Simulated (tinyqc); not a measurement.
# Van der Pauw, Hall and four-point-probe measurements on a doped layer: correction factor against the shape of the sample

A uniform n-type layer with sheet resistance Rs = 1/(q ns mu), point contacts, low field (mu B small).

Rs = 1/(q ns mu). For a rectangle with contacts at the corners, RA = (8 Rs/pi) sum_(k>=0) ln coth((2k + 1) pi a/(2 b)) with current along a short side b and voltage along the opposite one, RB the same with a and b exchanged. ar = a/b. F = Rs/[(pi/ln 2)(RA + RB)/2]; small-asymmetry estimate 1 - (ln 2/2) d^2 - ((ln 2)^2/4 - (ln 2)^3/12) d^4 with d = (RB - RA)/(RB + RA).

Inputs (values chosen for the exercise): sheet density of the layer ns = 7.3e14 cm^-2; drift mobility mu = 55 cm^2/(V s).

Constants: q = 1.602176634e-19 C. Results are converted to the units shown.

Correction factor against the shape of the sample:

| ar | RA (ohm) | RB (ohm) | RB/RA | F | estimate of F |
|---|---|---|---|---|---|
| 1 | 34.30 | 34.30 | 1.000 | 1.000 | 1.000 |
| 1.23 | 16.62 | 62.06 | 3.734 | 0.8718 | 0.8741 |
| 1.46 | 8.066 | 93.74 | 11.62 | 0.6738 | 0.7082 |
| 1.69 | 3.916 | 127.5 | 32.55 | 0.5221 | 0.6213 |
| 1.91 | 1.962 | 160.7 | 81.92 | 0.4217 | 0.5862 |
| 2.14 | 0.9524 | 196.0 | 205.8 | 0.3484 | 0.5713 |
| 2.37 | 0.4624 | 231.5 | 500.6 | 0.2958 | 0.5653 |
| 2.6 | 0.2245 | 267.1 | 1190 | 0.2566 | 0.5628 |

What does the table show?

RB/RA rises from 1.00 to 1190 and F falls from 1.00 to 0.257. The estimate is 5.1 % above F at a/b = 1.46 and 2.19 times it in the last row. RA shrinks about as exp(-pi a/b): by a factor of 2.06 between the last two rows, against 2.06.

Program tinyqc, `OMP_NUM_THREADS=1 python tinyqc.py 2850213 2850214 out.jsonl`; Intel Xeon 2.30GHz, shared host, one thread, about 0.01 s.
